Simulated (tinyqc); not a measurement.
# One electron in a tunnel-coupled double dot: charge qubit, sensing and quantum capacitance: what changes with what

Basis (left, right), H = [[ep/2, tc], [tc, -ep/2]], splitting Om = sqrt(ep^2 + 4 tc^2), ep = al times the gate voltage. In equilibrium the electron is on the right with the chance P_R = [1 + (ep/Om) tanh(Om/2 kB T)]/2.

Parameters, values chosen for the exercise: tunnel coupling tc = 26 ueV; electron temperature T = 0.3 K; lever arm of the gate on the detuning al = 0.27 eV/V; resonator frequency f0 = 449 MHz; deviation of quasi-static detuning noise se = 4.6 ueV.

Constants: q = 1.602176634e-19 C, kB = 1.380649e-23 J/K, hbar = 1.054571817e-34 J s, h = 6.62607015e-34 J s, Vt = kB T/q. Results are converted to the units shown.

Each table varies one quantity; the others keep the values above.

## Peak signal against tunnel coupling

At ep = 0: q^2 al^2 dP_R/d(ep) splits into Cq = q^2 al^2 (2 tc^2/Om^3) tanh(Om/2 kB T) and Ct = q^2 al^2 (ep/Om)^2/(4 kB T cosh^2(Om/2 kB T)); Ct appears only if relaxation is faster than the drive. A resonator of frequency f0, capacitance Cp and quality factor Q shifts by df = -f0 Cq/(2 Cp) and its phase by -2 Q Cq/Cp. The slope dP_R/d(ep) there is tanh(tc/kB T)/(4 tc).

Peak signal against tunnel coupling:
```
tc (ueV)  tc/kB T  Cq (aF)  slope (1/ueV)  2 tc/h (GHz)
2.9        0.1122    112.5       0.009630         1.402
5.1        0.1973    111.5       0.009547         2.466
9          0.3481    108.6       0.009298         4.352
16         0.6189    100.4       0.008599         7.738
28          1.083    82.84       0.007092         13.54
50          1.934    56.01       0.004795         24.18
89          3.443    32.74       0.002803         43.04
160         6.189    18.25       0.001562         77.38
280         10.83    10.43       8.929e-4         135.4
500         19.34    5.840       5.000e-4         241.8
```

What does the table show?

The peak Cq falls from 112 to 5.84 aF: it levels off at q^2 al^2/(4 kB T) = 113 aF for weak coupling and goes as tc^(-1.00) between the last two rows. Below tc of about kB T the slope measures temperature rather than coupling.

## Line shape against detuning

q^2 al^2 dP_R/d(ep) splits into Cq = q^2 al^2 (2 tc^2/Om^3) tanh(Om/2 kB T) and Ct = q^2 al^2 (ep/Om)^2/(4 kB T cosh^2(Om/2 kB T)); Ct appears only if relaxation is faster than the drive. A Ct of 0 means below 1e-6 aF.

Line shape against detuning:
```
ep (ueV)  Om (ueV)     P_R  Cq (aF)  Ct (aF)
0            52.00  0.5000    85.80        0
18.2         55.09  0.6301    74.39    4.677
36.4         63.47  0.7414    51.99    10.82
54.6         75.40  0.8249    33.06    11.54
72.8         89.46  0.8821    20.71    8.833
91           104.8  0.9193    13.25    5.709
109.2        120.9  0.9431    8.761    3.360
127.4        137.6  0.9584    6.002    1.871
145.6        154.6  0.9685    4.251    1.008
163.8        171.9  0.9753    3.103   0.5310
182          189.3  0.9801    2.325   0.2757
```

Read the table: what changes, and by how much?

Cq falls from 85.8 to 2.33 aF, and Ct goes from 0 through a maximum of 11.5 (at ep = 54.6 ueV among the rows listed) to 0.276 aF. Among the rows listed Ct reaches at most 13.4 % of the peak of Cq, with tc/kB T = 1.0: heat populates the upper level, lowers Cq and adds side lobes.

## Coherence against detuning

Noise in ep shifts Om by (ep/Om) d + (2 tc^2/Om^3) d^2. For Gaussian d of deviation se the spread of Om is sqrt[(ep se/Om)^2 + 2 (2 tc^2 se^2/Om^3)^2], and T2* is estimated as sqrt(2) hbar/spread; Om T2*/h counts the oscillations within T2*.

Coherence against detuning:
```
ep (ueV)  Om (ueV)  T2* (ns)  oscillations within T2*
0            52.00     3.235                    40.68
1.3          52.02     3.007                    37.82
2.6          52.06     2.534                    31.90
5.2          52.26     1.729                    21.85
10           52.95     1.022                    13.09
21           56.08    0.5357                    7.264
39           65.00    0.3368                    5.293
78           93.74    0.2432                    5.512
160          168.2    0.2128                    8.656
```

What does the table show?

T2* falls from 3.24 to 0.213 ns, towards sqrt(2) hbar/se = 0.202 ns far from the anticrossing; the first row is 15.2 times the last. First and second order are equal near ep = sqrt(2) se/2 = 3.25 ueV.

Numbers from tinyqc (`OMP_NUM_THREADS=1 python tinyqc.py 2470120 2470121 out.jsonl`; about 0.01 s on one thread of a shared Intel Xeon 2.30GHz).
